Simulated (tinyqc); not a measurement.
Elastic strain and critical thickness of a cubic alloy layer A(1-x)B(x) on a thick substrate: one step, computed by the program tinyqc.

Strain is positive in tension. The layer is coherent with the substrate unless said otherwise.

Question. Symmetric X-ray reflection. Reflection 111: d = a_perp/sqrt(3), with a_perp = a (1 + e_perp) for the coherent layer, a for the relaxed layer and a_S for the substrate; sin(theta) = lambda/(2 d).

Inputs (values chosen for the exercise, for a model alloy): substrate lattice constant a_S = 5.651 angstrom; X-ray wavelength = 1.540593 angstrom.

Growth plane: (111).

free lattice constant a = 5.49948 angstrom

normal strain e_perp = -0.01146260

Give: Bragg angles; peak separation of the coherent layer.

Answer.

Bragg angles:
```
crystal         a_perp (angstrom)  theta (degrees)  from substrate (arcsec)
substrate                  5.6510           13.656                      0.0
coherent layer             5.4364           14.206                   1980.2
relaxed layer              5.4995           14.040                   1381.9
```

peak separation of the coherent layer = 1980.2 arcsec

Caution: above about 2 % misfit, linear elasticity is rough and compressed layers tend to form islands before dislocations.
